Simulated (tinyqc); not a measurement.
Chemical vapour deposition: Grove model, boundary layer, depletion and step coverage: one step, computed by the program tinyqc.

A precursor diffuses to the surface and reacts there at first order; each molecule that reacts adds one formula unit of film.

Question. Gas-phase and surface constants. k_s = k0 exp(-E/(k_B T)); C_g = Y p/(k_B T), 1 torr = 133.322 Pa; D = D0 (T/273.15)^1.75 (760/p). Temperatures in kelvin are T(C) + 273.15. Mean speed c = sqrt(8 k_B T/(pi M)); reactive sticking probability beta = 4 k_s/c.

Inputs (values chosen for the exercise, close to those used for silicon dioxide from an alkoxysilane):

| quantity | value | unit |
|---|---|---|
| prefactor k0 of k_s | 1.6e+09 | cm/s |
| activation energy E | 1.81 | eV |
| temperature T | 650 | C |
| total pressure p | 100 | torr |
| mole fraction of the precursor Y | 0.016 | - |
| gas diffusivity D0 at 273.15 K and 760 torr | 0.37 | cm^2/s |
| precursor mass M | 208 | u |

Reactor: horizontal, reduced pressure.

Constants: k_B = 1.380649e-23 J/K; u = 1.6605390666e-27 kg; k_B = 8.617333262e-05 eV/K.

Give: surface rate constant k_s; precursor density C_g; gas diffusivity D; mean speed c; sticking probability beta.

Answer.

surface rate constant k_s = 0.2103 cm/s

precursor density C_g = 1.674e+16 1/cm^3

gas diffusivity D = 23.69 cm^2/s

mean speed c = 30654 cm/s

sticking probability beta = 2.744e-05
